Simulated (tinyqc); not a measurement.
Virtual-crystal alloy A(1-x)B(x) in sp3s* tight binding: one step. Levels at X. Three cases, with inputs chosen for the exercise.

Task: Diagonalise H; four bands are filled. The top of the valence band is the lower p root at Gamma.

Case 1.

H (eV), lower triangle (Hermitian):
```
             sa         xa          ya          za         s*a         sc        xc        yc        zc
sa    -7.915130
xa            0   1.010970
ya            0          0    1.010970
za            0          0           0    1.010970
s*a           0          0           0           0    7.988130
sc            0  5.622305i           0           0           0  -1.862600
xc   -4.812899i          0           0           0  -4.657646i          0  3.621070
yc            0          0           0  -4.647237i           0          0         0  3.621070
zc            0          0  -4.647237i           0           0          0         0         0  3.621070
s*c           0  4.919367i           0           0           0          0         0         0         0

          s*c
s*c  6.731940
```

p roots (eV): -0.000338  4.632378

Case 2.

H (eV), lower triangle (Hermitian):
```
             sa         xa          ya          za         s*a         sc        xc        yc        zc
sa    -5.073800
xa            0   1.660160
ya            0          0    1.660160
za            0          0           0    1.660160
s*a           0          0           0           0    6.536120
sc            0  5.582815i           0           0           0  -5.073800
xc   -5.582815i          0           0           0  -5.293309i          0  1.660160
yc            0          0           0  -4.762712i           0          0         0  1.660160
zc            0          0  -4.762712i           0           0          0         0         0  1.660160
s*c           0  5.293309i           0           0           0          0         0         0         0

          s*c
s*c  6.536120
```

p roots (eV): 0.001138  3.319182

Case 3.

H (eV), lower triangle (Hermitian):
```
             sa         xa          ya          za         s*a         sc        xc        yc        zc
sa    -7.730620
xa            0   0.932900
ya            0          0    0.932900
za            0          0           0    0.932900
s*a           0          0           0           0    7.449020
sc            0  5.100307i           0           0           0  -3.390700
xc   -4.793528i          0           0           0  -4.933349i          0  3.216010
yc            0          0           0  -4.500905i           0          0         0  3.216010
zc            0          0  -4.500905i           0           0          0         0         0  3.216010
s*c           0  4.455603i           0           0           0          0         0         0         0

          s*c
s*c  6.307650
```

p roots (eV): 0.009823  4.139087

Give: levels; gap from the valence top to X.

Result:

Case 1.

levels (eV): -9.8116  -6.9590  -2.5110  -2.5110  2.1803  2.5095  7.1430  7.1430  10.3298  11.3254

gap from the valence top to X = 2.1807 eV

Case 2.

levels (eV): -8.7213  -8.7213  -3.1026  -3.1026  1.2638  1.2638  6.4229  6.4229  10.5800  10.5800

gap from the valence top to X = 1.2626 eV

Case 3.

levels (eV): -9.7246  -7.2576  -2.5690  -2.5690  1.5582  1.7117  6.7179  6.7179  9.3958  11.1008

gap from the valence top to X = 1.5484 eV

Computed by tinyqc, one run a case: `OMP_NUM_THREADS=1 python tinyqc.py N N+1 out.jsonl` with N = 1450059, 1450083, 1450284; one thread of a shared Intel(R) Xeon(R) Processor @ 2.30GHz, about 0.1 s a run at most.
